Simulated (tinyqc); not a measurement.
Worked calculation: free-carrier optics of a doped semiconductor (Drude model with one polar phonon). Values are carried at full precision from step to step, so a last printed digit may differ when a step is redone from the rounded ones.

eps(E) = ei [1 - Ep^2/(E^2 + i E Gam)] + (es - ei) wT^2/(wT^2 - E^2 - i E gT), with Ep^2 = 8 pi c (e^2/(4 pi eps0)) N/(m ei), c = hbar^2/2m0, N in 1/angstrom^3 (1e-24 per 1/cm^3); Gam = hbar/tau, tau = mu m m0/e with m0/e = 5.685630e-12 kg/C and mu in m^2/(V s). Energies in meV.

Constants: hbar^2/2m0 = 3.80998211 eV angstrom^2; e^2/(4 pi eps0) = 14.39964547 eV angstrom; hbar = 6.58211957e-16 eV s; hbar c = 1973.269805 eV angstrom.

Parameters, chosen for this exercise (mass and dielectric values near those of InSb; N and mu are free inputs; interband absorption and the rise of the mass with filling are left out; the results hold for these values, not for the real material):
```
symbol  value    unit        meaning
N       6.7e+16  1/cm^3      carrier density
m       0.0142   m0          conductivity mass
mu      26000    cm^2/(V s)  mobility
ei      15.36                high-frequency dielectric constant
wT      22.4     meV         TO phonon
es      16.51                static dielectric constant
gT      0.6      meV         phonon damping
E       37       meV         photon energy
```

## Plasma energy and damping

Evaluate Ep, tau, Gam, the plasma wavelength hc/Ep (hc = 1239.841984 eV nm) and the dc resistivity 1/(e N mu), e = 1.602176634e-19 C.

Ep = 20.58 meV
tau = 209.91 fs
Gam = 3.14 meV
plasma wavelength = 60.24 micrometre
rho = 0.00358 ohm cm

Ep/Gam = 6.56: the plasma edge is sharp.

## Dielectric function at one energy

Insert the numbers.

free-carrier term = -4.7183+0.3999i
eps = 9.9767+0.4169i

## Optical constants

n + i k = sqrt(eps1 + i eps2) with k >= 0; R = ((n - 1)^2 + k^2)/((n + 1)^2 + k^2) at normal incidence from vacuum; alpha = 2 E k/(hbar c), times 1e8 for 1/cm; loss function Im(-1/eps) = eps2/(eps1^2 + eps2^2).

Convert eps at the photon energy E (in meV) into the optical constants.

n = 3.1593
k = 0.0660
R = 0.2697
alpha = 247 1/cm

Light of this energy penetrates 1/alpha = 40.4 micrometre.

## Coupled plasmon-phonon modes

Without damping eps = 0 gives E^4 - (wL^2 + Ep^2) E^2 + Ep^2 wT^2 = 0 with wL = wT sqrt(es/ei) (Lyddane-Sachs-Teller).

wL = 23.22 meV

L-, L+ (meV): [18.51, 24.90]

L+ lies 1.68 meV above the larger of wL and Ep; L- lies below wT by 3.89 meV.

## Checks

- Integral of E eps2 of the free-carrier term against (pi/2) ei Ep^2 (meV^2): both 10219.

Program tinyqc; command `OMP_NUM_THREADS=1 python tinyqc.py 1682532 1682533 out.jsonl`; about 0.01 s on one thread of a shared Intel(R) Xeon(R) Processor @ 2.30GHz.
